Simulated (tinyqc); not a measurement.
Inside a calculation. Method: CCSD on RHF in the 6-311g basis, for H2, spin multiplicity 1. One step of it, computed by the program tinyqc.

Problem. Iteration 1: building the Fock matrix. J_ij = sum D_kl (ij|kl), K_ij = sum D_kl (ik|jl); F = H + J - 0.5 K; E = tr D H + tr D J / 2 - 0.25 tr D K + E_nn.

D at the start, order 1H 1s, 1H 2s, 1H 3s, 2H 1s, 2H 2s, 2H 3s:
$$\begin{pmatrix}
0.004792 & -0.041217 & -0.015434 & 0.004792 & -0.041217 & -0.015434 \\
-0.041217 & 0.354549 & 0.132762 & -0.041217 & 0.354549 & 0.132762 \\
-0.015434 & 0.132762 & 0.049713 & -0.015434 & 0.132762 & 0.049713 \\
0.004792 & -0.041217 & -0.015434 & 0.004792 & -0.041217 & -0.015434 \\
-0.041217 & 0.354549 & 0.132762 & -0.041217 & 0.354549 & 0.132762 \\
-0.015434 & 0.132762 & 0.049713 & -0.015434 & 0.132762 & 0.049713
\end{pmatrix}$$

core Hamiltonian H = T + V (hartree), order 1H 1s, 1H 2s, 1H 3s, 2H 1s, 2H 2s, 2H 3s:
$$\begin{pmatrix}
-0.567684 & -1.039220 & -0.684103 & -0.714371 & -0.809947 & -0.603941 \\
-1.039220 & -1.082741 & -0.864628 & -0.809947 & -0.958704 & -0.801288 \\
-0.684103 & -0.864628 & -0.814649 & -0.603941 & -0.801288 & -0.777098 \\
-0.714371 & -0.809947 & -0.603941 & -0.567684 & -1.039220 & -0.684103 \\
-0.809947 & -0.958704 & -0.801288 & -1.039220 & -1.082741 & -0.864628 \\
-0.603941 & -0.801288 & -0.777098 & -0.684103 & -0.864628 & -0.814649
\end{pmatrix}$$

Two-electron integrals (ij|kl) in chemists' order, unique and non-zero (hartree):
```
(11|11) 1.393035   (21|11) 0.822971   (21|21) 0.509703   (22|11) 0.822904
(22|21) 0.543028   (22|22) 0.644106   (31|11) 0.411256   (31|21) 0.257757
(31|22) 0.279868   (31|31) 0.130794   (32|11) 0.543681   (32|21) 0.365771
(32|22) 0.452669   (32|31) 0.189803   (32|32) 0.325140   (33|11) 0.494021
(33|21) 0.340115   (33|22) 0.445993   (33|31) 0.178035   (33|32) 0.331779
(33|33) 0.361682   (41|11) 0.347206   (41|21) 0.218424   (41|22) 0.237461
(41|31) 0.110894   (41|32) 0.160867   (41|33) 0.150543   (41|41) 0.124158
(42|11) 0.374214   (42|21) 0.248856   (42|22) 0.296997   (42|31) 0.128474
(42|32) 0.208514   (42|33) 0.204491   (42|41) 0.151269   (42|42) 0.208174
(43|11) 0.235165   (43|21) 0.158585   (43|22) 0.195012   (43|31) 0.082276
(43|32) 0.138879   (43|33) 0.139091   (43|41) 0.097138   (43|42) 0.139045
(43|43) 0.094385   (44|11) 0.740465   (44|21) 0.505485   (44|22) 0.628196
(44|31) 0.263005   (44|32) 0.446885   (44|33) 0.444814   (44|41) 0.347206
(44|42) 0.513509   (44|43) 0.348309   (44|44) 1.393035   (51|11) 0.513509
(51|21) 0.319942   (51|22) 0.344049   (51|31) 0.162069   (51|32) 0.232503
(51|33) 0.217090   (51|41) 0.151269   (51|42) 0.177258   (51|43) 0.113491
(51|44) 0.374214   (51|51) 0.208174   (52|11) 0.577921   (52|21) 0.384864
(52|22) 0.465330   (52|31) 0.198977   (52|32) 0.330084   (52|33) 0.329892
(52|41) 0.192707   (52|42) 0.256851   (52|43) 0.171915   (52|44) 0.577921
(52|51) 0.256851   (52|52) 0.368355   (53|11) 0.422804   (53|21) 0.287421
(53|22) 0.364541   (53|31) 0.149717   (53|32) 0.265460   (53|33) 0.277397
(53|41) 0.145959   (53|42) 0.204906   (53|43) 0.140349   (53|44) 0.469743
(53|51) 0.193293   (53|52) 0.296433   (53|53) 0.248721   (54|11) 0.505485
(54|21) 0.343387   (54|22) 0.427436   (54|31) 0.178557   (54|32) 0.305732
(54|33) 0.307782   (54|41) 0.218424   (54|42) 0.319942   (54|43) 0.218455
(54|44) 0.822971   (54|51) 0.248856   (54|52) 0.384864   (54|53) 0.316384
(54|54) 0.509703   (55|11) 0.628196   (55|21) 0.427436   (55|22) 0.541831
(55|31) 0.222678   (55|32) 0.393800   (55|33) 0.409170   (55|41) 0.237461
(55|42) 0.344049   (55|43) 0.237460   (55|44) 0.822904   (55|51) 0.296997
(55|52) 0.465330   (55|53) 0.392578   (55|54) 0.543028   (55|55) 0.644106
(61|11) 0.348309   (61|21) 0.218455   (61|22) 0.237460   (61|31) 0.110873
(61|32) 0.161110   (61|33) 0.151203   (61|41) 0.097138   (61|42) 0.113491
(61|43) 0.072780   (61|44) 0.235165   (61|51) 0.139045   (61|52) 0.171915
(61|53) 0.129630   (61|54) 0.158585   (61|55) 0.195012   (61|61) 0.094385
(62|11) 0.469743   (62|21) 0.316384   (62|22) 0.392578   (62|31) 0.164243
(62|32) 0.282386   (62|33) 0.288863   (62|41) 0.145959   (62|42) 0.193293
(62|43) 0.129630   (62|44) 0.422804   (62|51) 0.204906   (62|52) 0.296433
(62|53) 0.240706   (62|54) 0.287421   (62|55) 0.364541   (62|61) 0.140349
(62|62) 0.248721   (63|11) 0.440261   (63|21) 0.303511   (63|22) 0.399444
(63|31) 0.158958   (63|32) 0.297876   (63|33) 0.326382   (63|41) 0.141577
(63|42) 0.197842   (63|43) 0.136034   (63|44) 0.440261   (63|51) 0.197842
(63|52) 0.308831   (63|53) 0.264288   (63|54) 0.303511   (63|55) 0.399444
(63|61) 0.136034   (63|62) 0.264288   (63|63) 0.303252   (64|11) 0.263005
(64|21) 0.178557   (64|22) 0.222678   (64|31) 0.092855   (64|32) 0.159633
(64|33) 0.161430   (64|41) 0.110894   (64|42) 0.162069   (64|43) 0.110873
(64|44) 0.411256   (64|51) 0.128474   (64|52) 0.198977   (64|53) 0.164243
(64|54) 0.257757   (64|55) 0.279868   (64|61) 0.082276   (64|62) 0.149717
(64|63) 0.158958   (64|64) 0.130794   (65|11) 0.446885   (65|21) 0.305732
(65|22) 0.393800   (65|31) 0.159633   (65|32) 0.289342   (65|33) 0.307216
(65|41) 0.160867   (65|42) 0.232503   (65|43) 0.161110   (65|44) 0.543681
(65|51) 0.208514   (65|52) 0.330084   (65|53) 0.282386   (65|54) 0.365771
(65|55) 0.452669   (65|61) 0.138879   (65|62) 0.265460   (65|63) 0.297876
(65|64) 0.189803   (65|65) 0.325140   (66|11) 0.444814   (66|21) 0.307782
(66|22) 0.409170   (66|31) 0.161430   (66|32) 0.307216   (66|33) 0.341517
(66|41) 0.150543   (66|42) 0.217090   (66|43) 0.151203   (66|44) 0.494021
(66|51) 0.204491   (66|52) 0.329892   (66|53) 0.288863   (66|54) 0.340115
(66|55) 0.445993   (66|61) 0.139091   (66|62) 0.277397   (66|63) 0.326382
(66|64) 0.178035   (66|65) 0.331779   (66|66) 0.361682
```

nuclear repulsion = 0.76360348 hartree

Give: Coulomb J; exchange K; Fock matrix F; total energy of this density.

Solution.

Coulomb J (hartree), order 1H 1s, 1H 2s, 1H 3s, 2H 1s, 2H 2s, 2H 3s:
$$\begin{pmatrix}
1.3068 & 0.8841 & 0.4596 & 0.4277 & 0.5832 & 0.3952 \\
0.8841 & 1.1060 & 0.7987 & 0.5832 & 0.8661 & 0.7135 \\
0.4596 & 0.7987 & 0.8229 & 0.3952 & 0.7135 & 0.7681 \\
0.4277 & 0.5832 & 0.3952 & 1.3068 & 0.8841 & 0.4596 \\
0.5832 & 0.8661 & 0.7135 & 0.8841 & 1.1060 & 0.7987 \\
0.3952 & 0.7135 & 0.7681 & 0.4596 & 0.7987 & 0.8229
\end{pmatrix}$$

exchange K (hartree), order 1H 1s, 1H 2s, 1H 3s, 2H 1s, 2H 2s, 2H 3s:
$$\begin{pmatrix}
0.5501 & 0.6900 & 0.5358 & 0.4139 & 0.6149 & 0.5135 \\
0.6900 & 0.9865 & 0.8143 & 0.6149 & 0.9304 & 0.7948 \\
0.5358 & 0.8143 & 0.7002 & 0.5135 & 0.7948 & 0.6926 \\
0.4139 & 0.6149 & 0.5135 & 0.5501 & 0.6900 & 0.5358 \\
0.6149 & 0.9304 & 0.7948 & 0.6900 & 0.9865 & 0.8143 \\
0.5135 & 0.7948 & 0.6926 & 0.5358 & 0.8143 & 0.7002
\end{pmatrix}$$

Fock matrix F (hartree), order 1H 1s, 1H 2s, 1H 3s, 2H 1s, 2H 2s, 2H 3s:
$$\begin{pmatrix}
0.4641 & -0.5001 & -0.4924 & -0.4936 & -0.5342 & -0.4654 \\
-0.5001 & -0.4700 & -0.4730 & -0.5342 & -0.5578 & -0.4851 \\
-0.4924 & -0.4730 & -0.3418 & -0.4654 & -0.4851 & -0.3553 \\
-0.4936 & -0.5342 & -0.4654 & 0.4641 & -0.5001 & -0.4924 \\
-0.5342 & -0.5578 & -0.4851 & -0.5001 & -0.4700 & -0.4730 \\
-0.4654 & -0.4851 & -0.3553 & -0.4924 & -0.4730 & -0.3418
\end{pmatrix}$$

total energy of this density = -0.834429 hartree
